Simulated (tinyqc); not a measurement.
Speciation in dilute and buffered hydrofluoric acid, oxide etch rate and bath loading: one step, computed by the program tinyqc. Command: `OMP_NUM_THREADS=1 python tinyqc.py 3120026 3120027 out.jsonl hfetch walk`. One thread of a shared host (Intel(R) Xeon(R) Processor @ 2.30GHz), about 0.01 s of CPU time with the checks.

Concentrations stand for activities, NH4+ and Cl- are spectators, and water ionisation is neglected. H, F and HF2 denote the ions H+, F- and HF2-. The base temperature is 298 K.

Task: One trial. Fluoride balance: [HF] + [F] + 2 [HF2] + 2 [H2F2] = HF added + NH4F added. Acid balance: [H] + [HF] + [HF2] + 2 [H2F2] = HF added + HCl added. For a trial [H], [HF] = [H][F]/K1, and the fluoride balance is a quadratic in [F]. Take pH = 3. The residual is the left side of the acid balance less the right.

Inputs (values chosen for the exercise, of the order of those for thermal oxide at room temperature):
```
quantity                 value   unit
HF added                  0.21  mol/L
NH4F added                   0  mol/L
HCl added                    0  mol/L
K1 = [H][F]/[HF]      0.000625  mol/L
K2 = [HF2]/([HF][F])      3.91  L/mol
K3 = [H2F2]/[HF]^2        2.71  L/mol
```

Give: [F]; [HF]; [HF2]; [H2F2]; residual.

Result:

[F] = 0.052643 mol/L

[HF] = 0.084229 mol/L

[HF2] = 0.017337 mol/L

[H2F2] = 0.019226 mol/L

residual = -0.068981 mol/L

The residual is negative, so the pH lies below 3.
